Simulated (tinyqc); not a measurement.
MP2 on RHF in the 6-31g basis, for He, spin multiplicity 1, step by step. One step of it, computed by the program tinyqc.

Question. Second-order Moller-Plesset energy. E2 = sum_ijab (ia|jb) [2 (ia|jb) - (ib|ja)] / (e_i + e_j - e_a - e_b) over occupied i, j and virtual a, b; the opposite-spin part is (ia|jb)^2 / denominator, the rest is same-spin, and SCS-MP2 scales them by 6/5 and 1/3.

orbital energies (hartree): MO1 -0.914127, MO2 1.399859

Two-electron integrals over orbitals (pq|rs), unique and non-zero (hartree):
```
p,q,r,s,(pq|rs)
1,1,1,1,1.026907
2,1,1,1,-0.316490
2,1,2,1,0.227670
2,2,1,1,0.858133
2,2,2,1,-0.255554
2,2,2,2,0.766363
```

Hartree-Fock energy = -2.85516043 hartree

Give: Terms; Pair energies; MP2 correlation energy; SCS-MP2 correlation energy; MP2 total energy.

Answer.

Terms:
```
i,j,a,b,(ia|jb),(ib|ja),denominator,term
1,1,2,2,0.228,0.228,-4.628,-0.011
```

Pair energies (hartree; pair i-j sums ij and ji):
```
pair,opposite spin,same spin
1-1,-0.011,0.000
```

MP2 correlation energy = -0.01120 hartree

SCS-MP2 correlation energy = -0.01344 hartree

MP2 total energy = -2.86636 hartree
